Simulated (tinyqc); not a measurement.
Four-point probe, van der Pauw, Hall and spreading-resistance readings of a semiconductor layer. Changing the side ratio a/b of the van der Pauw rectangle. Computed by tinyqc, a small Python program. Command: `OMP_NUM_THREADS=1 python tinyqc.py 3110639 3110640 out.jsonl probe sweep`. One thread of a shared host (Intel(R) Xeon(R) Processor @ 2.30GHz), about 0.01 s of CPU time with the checks.

The layer is uniform and ohmic; contacts are points unless a radius is given.

Inputs (values chosen for the exercise, modelled on n-type silicon): carrier density n = 1.7e+17 1/cm^3; drift mobility mu = 666 cm^2/(V s); layer thickness t = 2600 micrometre.

Backing of the layer: insulating.

Constants: e = 1.602176634e-19 C.

Method:
- rho = 1/(e n mu); R_s = rho/t.
- Thin rectangle with point contacts at the corners; for R_B current and voltage contacts lie along the two sides of length a, for R_A along those of length b: exp(-pi R_A/R_s) = (theta_4/theta_3)^4, exp(-pi R_B/R_s) = (theta_2/theta_3)^4 with q = exp(-pi a/b), theta_2 = 2 sum_(m>=0) q^((m + 1/2)^2), theta_3 = 1 + 2 sum_(m>=1) q^(m^2), theta_4 = 1 + 2 sum_(m>=1) (-1)^m q^(m^2).
- Solve exp(-pi z R_A) + exp(-pi z R_B) = 1 for z = 1/R_s by seven Newton steps from z = 2 ln 2/(pi (R_A + R_B)); f = R_s 2 ln 2/(pi (R_A + R_B)).

One run for each value:
```
side ratio a/b of the van der Pauw rectangle  ratio R_B/R_A  correction f  R_A (ohm)  R_B (ohm)
1.0                                              1.0000e+00        1.0000   0.046781    0.04678
1.3                                              5.3533e+00        0.8096   0.018190    0.09738
1.6                                              2.1964e+01        0.5750   0.007086    0.15563
1.9                                              7.8635e+01        0.4255   0.002761    0.21710
2.5                                              8.1859e+02        0.2723   0.000419    0.34316
```

Give the missing row, side ratio a/b of the van der Pauw rectangle = 2.2.

Computed row:
```
side ratio a/b of the van der Pauw rectangle  ratio R_B/R_A  correction f  R_A (ohm)  R_B (ohm)
2.2                                              2.6015e+02        0.3330   0.001076    0.27987
```

Interpolating between the two neighbouring rows (linearly) misses most in ratio R_B/R_A, by 72 %. Over the rows, ratio R_B/R_A rises from 1.00 to 819 (exponent d ln y / d ln x 6.4 between the first rows and 9.0 between the last); correction f falls from 1.00 to 0.272 (exponent d ln y / d ln x -0.81 between the first rows and -1.6 between the last); R_A (ohm) falls from 0.0468 to 4.19e-4 (exponent d ln y / d ln x -3.6 between the first rows and -7.4 between the last). f departs from 1 slowly: a resistance ratio of 819 needs f = 0.27. Left out: 2.80, 3.10, 3.40 (the run failed its checks).
